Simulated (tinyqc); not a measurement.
# Worked calculation: threshold of a short bulk MOSFET: charge sharing, barrier lowering, narrow width

Program tinyqc, `OMP_NUM_THREADS=1 python tinyqc.py 2002110 2002111 out.jsonl`; Intel Xeon 2.30GHz, shared host, one thread, about 0.01 s. Printed values are rounded.

n-channel device on a p-type body, depletion approximation, full ionisation. Uniform doping N = Na. Vbi from Boltzmann statistics is rough for the degenerate source. Cox = eps0 eox/tox.

Parameters, values chosen for the exercise; band and dielectric values close to those of silicon: temperature T = 400 K; band gap Eg = 1.14 eV; relative permittivity eps_r = 11.6; conduction-band density of states at T Nc = 4.3e19 cm^-3; valence-band density of states at T Nv = 4.1e19 cm^-3; relative permittivity of the gate insulator (close to silicon dioxide) eox = 3.9; insulator thickness tox = 4.8 nm; channel doping Na = 8.3e16 cm^-3; source and drain doping Nsd = 1e20 cm^-3; flat-band voltage for the doping Na Vfb = -0.94 V; junction depth xj = 100 nm; body-source voltage Vbs = -1 V; drain-source voltage Vds = 0.5 V; gate width W = 650 nm; shape factor of the fringing depletion at the width edges xw = 1.5708; channel length L = 360 nm.

Constants: q = 1.602176634e-19 C, kB = 1.380649e-23 J/K, Vt = kB T/q, eps0 = 8.8541878128e-14 F/cm where lengths are in cm. Results are converted to the units shown.

## Long-channel threshold and scales

ni = sqrt(Nc Nv) exp(-Eg/(2 Vt)), Eg in volts; 2 pB = 2 Vt ln(N/ni); flat band Vfb - Vt ln(N/Na); Wd = sqrt(2 eps0 eps_r (2 pB - Vbs)/(q N)); body term q N Wd/Cox; long-channel VT0 = flat band + 2 pB + body term; Vbi = Vt ln(N Nsd/ni^2); scale length l = sqrt((eps_r/eox) tox Wd).

N = 8.3e16 cm^-3
2 pB = 0.710767 V
flat band = -0.94 V
Wd = 162.562 nm
body term = 0.300494 V
VT0 = 0.0712612 V
Vbi = 0.955296 V
l = 48.1756 nm

## Short-channel and narrow-width shifts

Charge sharing (trapezoid; it ignores Vds): F = (xj/L)(sqrt(1 + 2 Wd/xj) - 1), lowering = body term times F. Barrier lowering: th = exp(-L/(2 l)) + 2 exp(-L/l), lowering = th [2 (Vbi - 2 pB) + Vds], DIBL = th. Narrow width: rise = body term times xw Wd/W. VT by each model = VT0 - lowering + rise.

F = 0.294960
lowering by charge sharing = 88.6336 mV
th = 0.0249782
lowering of the barrier = 24.7049 mV
DIBL = 24.9782 mV/V
narrow-width rise = 118.049 mV
VT, charge sharing = 0.100677 V
VT, barrier lowering = 0.164606 V

L is 7.47 scale lengths. The charge-sharing lowering is 3.59 times the barrier lowering; the first falls off as 1/L and the second exponentially. Both describe the same loss of gate control, so they are alternatives and are not added.
